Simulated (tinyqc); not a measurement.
Deformation potentials from a strained empirical pseudopotential: sweeps and comparisons. A value that a table varies takes the place of the one given here.

Diamond lattice, no spin-orbit coupling. Atomic form factor V(q) = a1 (q^2 - a2)/(a3 exp(a4 q^2) - 1) in rydberg with q in 1/bohr, for the unstrained cell. Under a strain e the reciprocal vectors and k go over into (1 + e)^(-1) G, the atoms sit at +/- tau with tau = (1 + e) a (1,1,1)/8 - zeta a (eyz, ezx, exy)/4, and H(G,G') = c |k + G|^2 delta + (V(q)/det(1 + e)) cos(q.tau), q = G - G', with the term q = 0 left out; c = hbar^2/2m0. The basis is fixed before straining: all G with |k + G|^2 up to 16 (2 pi/a)^2. k is given in units of 2 pi/a of the unstrained cell.

Constants: hbar^2/2m0 = 3.80998211 eV angstrom^2; Ry = 13.60569312 eV; a0 (Bohr radius) = 0.5291772105 angstrom.

Parameters, chosen for this exercise (near those of Si; the results hold for these values, not for the real material): a = 5.424 angstrom (lattice constant); A = (0.534, 2.217, 2.055, 0.491) (a1 (Ry bohr^2), a2 (1/bohr^2), a3, a4 (bohr^2)); h = 0.004 (size of the test strain); kD = 0.82 2 pi/a (position of the Delta minimum); a1 = 0.534; a2 = 2.217; a3 = 2.055; a4 = 0.491.

## The internal displacement

Xu of L (level 5, the lowest empty one) and d from exy = eyz = ezx = h for several zeta: Xu = [E(L [111]) - E(L [1-1-1])]/((8/3) h), d = (single valence level - pair)/(3 sqrt(3) h). zeta = 0 strains the bonds with the lattice; zeta = 1 keeps all four bond lengths equal to first order.

Results:
```
zeta  Xu (L) (eV)  d (eV)
0.00        10.96    0.65
0.25        11.41   -1.67
0.50        11.86   -3.97
0.60        12.05   -4.90
0.75        12.33   -6.28
1.00        12.82   -8.58
```

From zeta = 0 to 1, d goes from 0.65 to -8.58 eV and Xu (L) from 10.96 to 12.82 eV, both nearly linearly: the displacement is an optical-phonon mode, and d = d(0) - zeta d0/4 gives its deformation potential d0 = 37 eV. Leaving the relaxation out (zeta = 0 for 0.5) moves d by +4.62 eV, which reverses its sign, and Xu (L) by -0.90 eV. Tetragonal strain has no such freedom.

## Size of the test strain

e = diag(-h/2, -h/2, h). Xu = [E(Delta z) - E(Delta x)]/(1.5 h) at fixed kD, b = [E(Z) - E(X, Y)]/(4.5 h); one-sided from +h alone, central from +h and -h.

Results (eV):
```
h       Xu one-sided  Xu central  b one-sided  b central
0.0010         8.015       8.020       -3.299     -3.295
0.0025         8.008       8.020       -3.305     -3.295
0.0050         7.996       8.020       -3.315     -3.295
0.0100         7.972       8.021       -3.336     -3.295
0.0200         7.926       8.025       -3.377     -3.296
0.0300         7.883       8.032       -3.418     -3.297
```

From h = 0.001 to 0.03 the one-sided Xu drifts by -0.132 eV and the central one by +0.012 eV; for b the drifts are -0.119 and -0.002 eV. The central difference cancels the term of second order in the strain, so its error goes as h^2. At h = 0.02 the linear law errs by 1.2 % for the valley splitting and 2.5 % for the valence splitting.

## What each parameter of the potential does

Gaps from the valence top to level 8 at Gamma and level 5 at (kD,0,0) and L, and their deformation potentials [E(+h) - E(-h)]/(3 ln((1 + h)/(1 - h))) for e = +/- h 1, h = 0.002. The row for the lattice constant keeps V(q) without the volume factor, so it is not a strain. Each row changes one parameter from the base and keeps the others.

Results:
```
case               Gamma (eV)  Delta (eV)  L (eV)  potential Gamma (eV)  potential Delta (eV)  potential L (eV)
base                    3.900       1.088   1.922                 -8.71                  2.68             -1.88
a = 5.37 angstrom       4.025       0.788   1.820                 -8.41                  2.98             -1.71
a1 = 0.529              3.859       1.020   1.873                 -8.64                  2.69             -1.87
a2 = 2.195              4.016       1.013   1.927                 -8.64                  2.73             -1.85
a3 = 2.076              3.855       0.993   1.858                 -8.62                  2.67             -1.88
a4 = 0.496              3.808       1.002   1.847                 -8.55                  2.76             -1.80
```

The largest shifts from the base row, up to three for each result and ties (the steps differ in size, so this ranks the rows, not the parameters). Gamma (eV): a +0.125, a2 +0.116, a4 -0.093. Delta (eV): a -0.300, a3 -0.094, a4 -0.086. L (eV): a -0.102, a4 -0.076, a3 -0.065. potential Gamma (eV): a +0.30, a4 +0.17, a3 +0.09. potential Delta (eV): a +0.30, a4 +0.08, a2 +0.05. potential L (eV): a +0.17, a4 +0.08, a2 +0.03; unchanged at the printed digits by a3.

(tinyqc, `OMP_NUM_THREADS=1 python tinyqc.py 1880284 1880285 out.jsonl`, Intel(R) Xeon(R) Processor @ 2.30GHz, 1 thread, shared host, about 0.2 s.)
